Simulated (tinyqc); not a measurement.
Inside a calculation. Method: FCI on RHF in the sto-6g basis, frozen core, for BeH+, spin multiplicity 1. Computed by tinyqc, a small Python program that keeps every step (integrals from PySCF). Settings: charge = 1, multiplicity = 1, basis = sto-6g, method = RHF, frozen orbitals = 1, energy threshold = 1e-10, iteration cap = 69, orthogonalisation = symmetric, start = atomic densities, DIIS depth = 6, ci = FCI, davidson = 1. Command: `OMP_NUM_THREADS=1 python tinyqc.py 30947 30948 out.jsonl` (the two numbers bound the seeds that draw the settings). One thread of a shared host (Intel(R) Xeon(R) Processor @ 2.60GHz), about 0.1 s of CPU time with the checks. The early iterations of the SCF are left out here.

## One-electron integrals

Geometry (angstrom):
```
atom,x,y,z
Be,0.000000,0.000000,0.000000
H,0.000000,0.000000,1.362000
```

Basis sto-6g: exponents (1/bohr^2) and contraction coefficients of normalised primitives:
```
element,l (shell),exponent,coefficient
Be,s (1),312.870494,0.009164
Be,s (1),57.364463,0.049361
Be,s (1),16.048509,0.168538
Be,s (1),5.513096,0.370563
Be,s (1),2.140897,0.416492
Be,s (1),0.881739,0.130334
Be,s (2),13.633247,-0.013253
Be,s (2),2.698375,-0.046992
Be,s (2),0.838653,-0.033785
Be,s (2),0.322660,0.250242
Be,s (2),0.140131,0.595117
Be,s (2),0.064233,0.240706
Be,p (3),13.633247,0.003760
Be,p (3),2.698375,0.037679
Be,p (3),0.838653,0.173897
Be,p (3),0.322660,0.418036
Be,p (3),0.140131,0.425860
Be,p (3),0.064233,0.101708
H,s (1),35.523221,0.009164
H,s (1),6.513144,0.049361
H,s (1),1.822143,0.168538
H,s (1),0.625955,0.370563
H,s (1),0.243077,0.416492
H,s (1),0.100112,0.130334
```

Overlap, kinetic and nuclear-attraction integrals over the contracted functions; the nuclear repulsion is the sum of Za Zb / Rab.

nuclear repulsion = 1.55411809 hartree

overlap S, lower triangle:
```
,1Be 1s,1Be 2s,1Be 2px,1Be 2py,1Be 2pz,2H 1s
1Be 1s,1.000000
1Be 2s,0.254764,1.000000
1Be 2px,0.000000,0.000000,1.000000
1Be 2py,0.000000,0.000000,0.000000,1.000000
1Be 2pz,0.000000,0.000000,0.000000,0.000000,1.000000
2H 1s,0.068661,0.451856,0.000000,0.000000,0.518868,1.000000
```

kinetic energy T (hartree), lower triangle:
```
,1Be 1s,1Be 2s,1Be 2px,1Be 2py,1Be 2pz,2H 1s
1Be 1s,6.768753
1Be 2s,-0.207382,0.220121
1Be 2px,0.000000,0.000000,0.661265
1Be 2py,0.000000,0.000000,0.000000,0.661265
1Be 2pz,0.000000,0.000000,0.000000,0.000000,0.661265
2H 1s,-0.014008,0.065685,0.000000,0.000000,0.185862,0.768522
```

nuclear attraction V (hartree), lower triangle:
```
,1Be 1s,1Be 2s,1Be 2px,1Be 2py,1Be 2pz,2H 1s
1Be 1s,-15.103321
1Be 2s,-1.749710,-2.664778
1Be 2px,0.000000,0.000000,-2.626860
1Be 2py,0.000000,0.000000,0.000000,-2.626860
1Be 2pz,-0.018339,-0.145572,0.000000,0.000000,-2.740314
2H 1s,-0.522277,-1.219093,0.000000,0.000000,-1.391436,-2.782664
```

core Hamiltonian H = T + V (hartree), lower triangle:
```
,1Be 1s,1Be 2s,1Be 2px,1Be 2py,1Be 2pz,2H 1s
1Be 1s,-8.334568
1Be 2s,-1.957093,-2.444657
1Be 2px,0.000000,0.000000,-1.965595
1Be 2py,0.000000,0.000000,0.000000,-1.965595
1Be 2pz,-0.018339,-0.145572,0.000000,0.000000,-2.079048
2H 1s,-0.536285,-1.153408,0.000000,0.000000,-1.205573,-2.014142
```

## Two-electron integrals

Functions are numbered as in S; the eight-fold symmetry (ij|kl) = (ji|kl) = (kl|ij) leaves the list below.

Two-electron integrals (ij|kl) in chemists' order, unique and non-zero (hartree):
```
i,j,k,l,(ij|kl)
1,1,1,1,2.299996
2,1,1,1,0.361879
2,1,2,1,0.071926
2,2,1,1,0.570332
2,2,2,1,0.139654
2,2,2,2,0.417773
3,1,3,1,0.015252
3,2,3,1,0.022555
3,2,3,2,0.092340
3,3,1,1,0.570332
3,3,2,1,0.139654
3,3,2,2,0.417773
3,3,3,3,0.450117
4,1,4,1,0.015252
4,2,4,1,0.022555
4,2,4,2,0.092340
4,3,4,3,0.024258
4,4,1,1,0.570332
4,4,2,1,0.139654
4,4,2,2,0.417773
4,4,3,3,0.401601
4,4,4,4,0.450117
5,1,5,1,0.015252
5,2,5,1,0.022555
5,2,5,2,0.092340
5,3,5,3,0.024258
5,4,5,4,0.024258
5,5,1,1,0.570332
5,5,2,1,0.139654
5,5,2,2,0.417773
5,5,3,3,0.401601
5,5,4,4,0.401601
5,5,5,5,0.450117
6,1,1,1,0.100690
6,1,2,1,0.019410
6,1,2,2,0.037445
6,1,3,3,0.037138
6,1,4,4,0.037138
6,1,5,1,0.001916
6,1,5,2,0.003683
6,1,5,5,0.038060
6,1,6,1,0.005539
6,2,1,1,0.220064
6,2,2,1,0.054612
6,2,2,2,0.175345
6,2,3,3,0.168993
6,2,4,4,0.168993
6,2,5,1,0.007642
6,2,5,2,0.043301
6,2,5,5,0.188049
6,2,6,1,0.016220
6,2,6,2,0.105788
6,3,3,1,0.005537
6,3,3,2,0.024516
6,3,5,3,0.007713
6,3,6,3,0.010302
6,4,4,1,0.005537
6,4,4,2,0.024516
6,4,5,4,0.007713
6,4,6,4,0.010302
6,5,1,1,0.229548
6,5,2,1,0.057739
6,5,2,2,0.193922
6,5,3,3,0.182554
6,5,4,4,0.182554
6,5,5,1,0.012448
6,5,5,2,0.067747
6,5,5,5,0.216657
6,5,6,1,0.018070
6,5,6,2,0.133609
6,5,6,5,0.175146
6,6,1,1,0.385240
6,6,2,1,0.097608
6,6,2,2,0.348100
6,6,3,3,0.322937
6,6,4,4,0.322937
6,6,5,1,0.016823
6,6,5,2,0.119674
6,6,5,5,0.398425
6,6,6,1,0.030139
6,6,6,2,0.261980
6,6,6,5,0.352419
6,6,6,6,0.774999
```

## Orthogonalisation

S = U s U^T; symmetric (Loewdin) form X = U s^(-1/2) U^T, so that X^T S X = 1.

eigenvalues of S: 0.304146  0.796977  1.000000  1.000000  1.169605  1.729272

X, lower triangle:
```
,1Be 1s,1Be 2s,1Be 2px,1Be 2py,1Be 2pz,2H 1s
1Be 1s,1.026435
1Be 2s,-0.141800,1.150973
1Be 2px,0.000000,0.000000,1.000000
1Be 2py,0.000000,0.000000,0.000000,1.000000
1Be 2pz,-0.010061,0.141478,0.000000,0.000000,1.159613
2H 1s,0.018442,-0.340729,0.000000,0.000000,-0.385588,1.281488
```

## Iteration 8 (converged): orbitals

converged F (hartree), lower triangle:
```
,1Be 1s,1Be 2s,1Be 2px,1Be 2py,1Be 2pz,2H 1s
1Be 1s,-5.088658
1Be 2s,-1.367197,-0.844044
1Be 2px,0.000000,0.000000,-0.146141
1Be 2py,0.000000,0.000000,0.000000,-0.146141
1Be 2pz,0.015715,-0.148099,0.000000,0.000000,-0.335134
2H 1s,-0.370033,-0.559550,0.000000,0.000000,-0.452723,-0.565311
```

Diagonalise F' = X^T F X, C = X C', fill 2 alpha and 2 beta electrons from the bottom; D = 2 C_occ C_occ^T. Each column has its largest component positive (the first on a tie).

F' = X^T F X (hartree), lower triangle:
```
,1,2,3,4,5,6
1,-4.992124
2,-0.664538,-0.448614
3,0.000000,0.000000,-0.146141
4,0.000000,0.000000,0.000000,-0.146141
5,0.023219,0.023446,0.000000,0.000000,-0.134150
6,-0.057463,-0.374143,0.000000,0.000000,-0.378076,-0.181305
```

orbital energies (hartree): MO1 -5.089866, MO2 -0.736440, MO3 -0.264727, MO4 -0.146141, MO5 -0.146141, MO6 0.334840

coefficients C:
```
,MO1,MO2,MO3,MO4,MO5,MO6
1Be 1s,0.995654,-0.182670,-0.191288,0.000000,0.000000,0.113273
1Be 2s,0.016748,0.542547,0.763446,0.000000,0.000000,-0.776833
1Be 2px,0.000000,0.000000,0.000000,0.053210,0.998583,0.000000
1Be 2py,0.000000,0.000000,0.000000,0.998583,-0.053210,0.000000
1Be 2pz,-0.002427,0.295322,-0.636141,0.000000,0.000000,-1.010743
2H 1s,-0.000744,0.499838,-0.226033,0.000000,0.000000,1.267437
```

D after iteration 8, lower triangle:
```
,1Be 1s,1Be 2s,1Be 2px,1Be 2py,1Be 2pz,2H 1s
1Be 1s,2.049392
1Be 2s,-0.164863,0.589276
1Be 2px,0.000000,0.000000,0.000000
1Be 2py,0.000000,0.000000,0.000000,0.000000
1Be 2pz,-0.112725,0.320371,0.000000,0.000000,0.174442
2H 1s,-0.184093,0.542347,0.000000,0.000000,0.295230,0.499677
```

Within a degenerate level the vectors are fixed only up to a rotation; this is one choice.

## Convergence

Stop when the energy changes by less than 1e-10 hartree and every element of the error matrix X^T (F D S - S D F) X is below 3e-06.

Course of the cycle:
```
iteration,E (hartree),change,largest element of the error matrix
1,-12.78728860,-,2.77e-01
2,-14.80124070,-2.01e+00,8.13e-02
3,-14.81952740,-1.83e-02,2.70e-02
4,-14.82172072,-2.19e-03,1.07e-02
5,-14.82207756,-3.57e-04,7.27e-04
6,-14.82207932,-1.77e-06,3.41e-05
7,-14.82207933,-1.34e-09,2.05e-06
8,-14.82207933,-6.05e-12,1.44e-07
```

PySCF RHF in the same basis = -14.82207933 hartree

Converged in 8 iterations.

## Integrals over molecular orbitals

(pq|rs) = sum C_ip C_jq C_kr C_ls (ij|kl), one index at a time.

one-electron integrals over orbitals h = C^T H C (hartree), lower triangle:
```
,1,2,3,4,5,6
1,-8.327337
2,0.164314,-2.222554
3,0.209024,0.000937,-1.960526
4,0.000000,0.000000,0.000000,-1.965595
5,0.000000,0.000000,0.000000,0.000000,-1.965595
6,-0.079766,0.164971,-0.029461,0.000000,0.000000,-1.615578
```

Two-electron integrals over orbitals (pq|rs), unique and non-zero (hartree); the lowest 1 orbital is frozen and left out:
```
p,q,r,s,(pq|rs)
2,2,2,2,0.532949
3,2,2,2,-0.065941
3,2,3,2,0.033146
3,3,2,2,0.319284
3,3,3,2,0.028226
3,3,3,3,0.470569
4,2,4,2,0.042471
4,3,4,2,0.030654
4,3,4,3,0.052369
4,4,2,2,0.368802
4,4,3,2,0.018584
4,4,3,3,0.399981
4,4,4,4,0.450117
5,2,5,2,0.042471
5,3,5,2,0.030654
5,3,5,3,0.052369
5,4,5,4,0.024258
5,5,2,2,0.368802
5,5,3,2,0.018584
5,5,3,3,0.399981
5,5,4,4,0.401601
5,5,5,5,0.450117
6,2,2,2,0.061883
6,2,3,2,-0.045745
6,2,3,3,-0.028377
6,2,4,4,-0.054574
6,2,5,5,-0.054574
6,2,6,2,0.123336
6,3,2,2,-0.055811
6,3,3,2,0.027555
6,3,3,3,0.056785
6,3,4,4,0.016164
6,3,5,5,0.016164
6,3,6,2,-0.045567
6,3,6,3,0.045898
6,4,4,2,-0.030001
6,4,4,3,-0.015061
6,4,6,4,0.026834
6,5,5,2,-0.030001
6,5,5,3,-0.015061
6,5,6,5,0.026834
6,6,2,2,0.528105
6,6,3,2,-0.063724
6,6,3,3,0.349640
6,6,4,4,0.374058
6,6,5,5,0.374058
6,6,6,2,0.089997
6,6,6,3,-0.054437
6,6,6,6,0.564100
```

## FCI: determinants and Hamiltonian

one-electron integrals dressed by the frozen orbital, h + 2 (pq|11) - (p1|1q) (hartree), lower triangle:
```
,2,3,4,5,6
2,-1.269388
3,0.065941,-0.870148
4,0.000000,0.000000,-0.841274
5,0.000000,0.000000,0.000000,-0.841274
6,-0.061883,0.065878,0.000000,0.000000,-0.598035
```

energy of the frozen orbital, 2 h_11 + (11|11) = -14.37036985 hartree

Hartree-Fock energy = -14.82207933 hartree

Slater-Condon rules over spin orbitals, with the nuclear repulsion and the energy of the frozen orbital added and E(HF) subtracted on the diagonal. Only determinants linked to the reference directly or through others are kept (one block of an abelian symmetry group), so some states are absent.

Occupation strings over the orbitals (2 doubly, a alpha, b beta, 0 empty; spin orbitals ordered 1a 1b 2a 2b ...): 220000 2ab000 2a000b 2ba000 2b000a 202000 20a00b 200200 200020 20b00a 200002

H - E(HF) between determinants (hartree), lower triangle:
```
,220000,2ab000,2a000b,2ba000,2b000a,202000,20a00b,200200,200020,20b00a,200002
220000,0.000000
2ab000,0.000000,0.185575
2a000b,0.000000,0.010067,0.666510
2ba000,0.000000,-0.033146,0.045745,0.185575
2b000a,0.000000,0.045745,-0.123336,0.010067,0.666510
202000,0.033146,0.094167,0.027555,-0.094167,-0.027555,0.736101
20a00b,-0.045745,0.027555,0.002217,0.090260,0.045567,0.122664,0.887285
200200,0.042471,0.030654,-0.030001,-0.030654,0.030001,0.052369,-0.015061,0.773397
200020,0.042471,0.030654,-0.030001,-0.030654,0.030001,0.052369,-0.015061,0.024258,0.773397
20b00a,0.045745,0.090260,0.045567,0.027555,0.002217,-0.122664,-0.045898,0.015061,0.015061,0.887285
200002,0.123336,-0.045567,0.028114,0.045567,-0.028114,0.045898,0.011441,0.026834,0.026834,-0.011441,1.373858
```

## FCI: roots

Diagonalise (each vector has its largest component positive (the first on a tie)); all determinants have Ms = 0, so triplets appear too. The lowest singlet root is the correlation energy.

lowest roots of this matrix, relative to E(HF) (hartree): -0.021451  0.127420  0.163528  0.538829  0.604896  0.749139  0.794551  0.870741

lowest vectors:
```
,root 1,root 2,root 3,root 4
220000,0.988198,0.000000,-0.072039,0.000000
2ab000,0.035029,0.693969,0.670377,0.059560
2a000b,0.006173,-0.080618,0.050025,0.692026
2ba000,-0.035029,0.693969,-0.670377,0.059560
2b000a,-0.006173,-0.080618,-0.050025,0.692026
202000,-0.059721,0.000000,-0.260062,0.000000
20a00b,0.057184,-0.109119,0.092375,-0.132486
200200,-0.044782,0.000000,-0.032140,0.000000
200020,-0.044782,0.000000,-0.032140,0.000000
20b00a,-0.057184,-0.109119,-0.092375,-0.132486
200002,-0.082562,0.000000,0.065035,0.000000
```

<S^2> of these roots: 0.000000  2.000000  0.000000  2.000000  0.000000  0.000000  0.000000  2.000000

weight of the ground state by excitation level 0, 1, 2, ...: 0.976536  0.002530  0.020934

## The lowest root by the Davidson method

Start from the reference; add the residual divided by (theta - H_ii), orthogonalised, at each step.

Davidson iterations:
```
iteration,subspace,lowest Ritz value (hartree),residual norm
1,1,0,1.55e-01
2,2,-0.02076906,1.44e-02
3,3,-0.02133075,9.61e-03
4,4,-0.02144876,1.40e-03
5,5,-0.02145115,1.99e-04
6,6,-0.02145120,5.21e-07
7,7,-0.02145120,2.89e-16
```
